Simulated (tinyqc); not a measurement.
Worked calculation: UKS/PBE in the sto-6g basis, for H4, spin multiplicity 3. This run ends on a higher stationary point, not on the lowest solution. One step of it, computed by the program tinyqc.

Question. Iteration 2: diagonalisation and new density. Diagonalise F' = X^T F X, C = X C', fill 3 alpha and 1 beta electrons from the bottom; D(s) = C_occ C_occ^T. Each column has its largest component positive (the first on a tie).

F(alpha) (hartree):
```
,1H 1s,2H 1s,3H 1s,4H 1s
1H 1s,-0.191142,-0.209602,-0.051235,-0.032237
2H 1s,-0.209602,-0.191142,-0.032237,-0.051235
3H 1s,-0.051235,-0.032237,-0.191142,-0.209602
4H 1s,-0.032237,-0.051235,-0.209602,-0.191142
```

F(beta) (hartree):
```
,1H 1s,2H 1s,3H 1s,4H 1s
1H 1s,-0.085365,-0.180438,-0.046271,-0.029703
2H 1s,-0.180438,-0.085365,-0.029703,-0.046271
3H 1s,-0.046271,-0.029703,-0.085365,-0.180438
4H 1s,-0.029703,-0.046271,-0.180438,-0.085365
```

X:
```
,1H 1s,2H 1s,3H 1s,4H 1s
1H 1s,1.057357,-0.197910,-0.039205,-0.003304
2H 1s,-0.197910,1.057357,-0.003304,-0.039205
3H 1s,-0.039205,-0.003304,1.057357,-0.197910
4H 1s,-0.003304,-0.039205,-0.197910,1.057357
```

Give: F' = X^T F X; orbital energies; coefficients C; F' = X^T F X; orbital energies; coefficients C; D(alpha) after iteration 2; D(beta) after iteration 2.

Answer.

F' = X^T F X (alpha) (hartree):
```
,1,2,3,4
1,-0.1299,-0.1607,-0.0321,-0.0005
2,-0.1607,-0.1299,-0.0005,-0.0321
3,-0.0321,-0.0005,-0.1299,-0.1607
4,-0.0005,-0.0321,-0.1607,-0.1299
```

orbital energies (alpha) (hartree): MO1 -0.3232, MO2 -0.2581, MO3 -0.0008, MO4 0.0624

coefficients C (alpha):
```
,MO1,MO2,MO3,MO4
1H 1s,0.4085,0.4510,0.6097,0.6456
2H 1s,0.4085,0.4510,-0.6097,-0.6456
3H 1s,0.4085,-0.4510,0.6097,-0.6456
4H 1s,0.4085,-0.4510,-0.6097,0.6456
```

F' = X^T F X (beta) (hartree):
```
,1,2,3,4
1,-0.0199,-0.1713,-0.0358,-0.0011
2,-0.1713,-0.0199,-0.0011,-0.0358
3,-0.0358,-0.0011,-0.0199,-0.1713
4,-0.0011,-0.0358,-0.1713,-0.0199
```

orbital energies (beta) (hartree): MO1 -0.2281, MO2 -0.1544, MO3 0.1167, MO4 0.1861

coefficients C (beta):
```
,MO1,MO2,MO3,MO4
1H 1s,0.4085,0.4510,0.6097,0.6456
2H 1s,0.4085,0.4510,-0.6097,-0.6456
3H 1s,0.4085,-0.4510,0.6097,-0.6456
4H 1s,0.4085,-0.4510,-0.6097,0.6456
```

D(alpha) after iteration 2:
```
,1H 1s,2H 1s,3H 1s,4H 1s
1H 1s,0.7419,-0.0015,0.3352,-0.4082
2H 1s,-0.0015,0.7419,-0.4082,0.3352
3H 1s,0.3352,-0.4082,0.7419,-0.0015
4H 1s,-0.4082,0.3352,-0.0015,0.7419
```

D(beta) after iteration 2:
```
,1H 1s,2H 1s,3H 1s,4H 1s
1H 1s,0.1668,0.1668,0.1668,0.1668
2H 1s,0.1668,0.1668,0.1668,0.1668
3H 1s,0.1668,0.1668,0.1668,0.1668
4H 1s,0.1668,0.1668,0.1668,0.1668
```
